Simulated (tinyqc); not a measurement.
Worked calculation: tight binding, dimerised chain. One step of it, computed by the program tinyqc.

Question. Levels at k. Diagonalise the Hermitian matrix.

H(k) at k (eV):
```
                     A                    B
A             0.000000  -1.819493+1.508014i
B  -1.819493-1.508014i             0.000000
```

Give: eigenvalues; weights |c|^2 of the basis functions.

Answer.

eigenvalues (eV): -2.363  2.363

weights |c|^2 of the basis functions:
```
   band 1  band 2
A   0.500   0.500
B   0.500   0.500
```
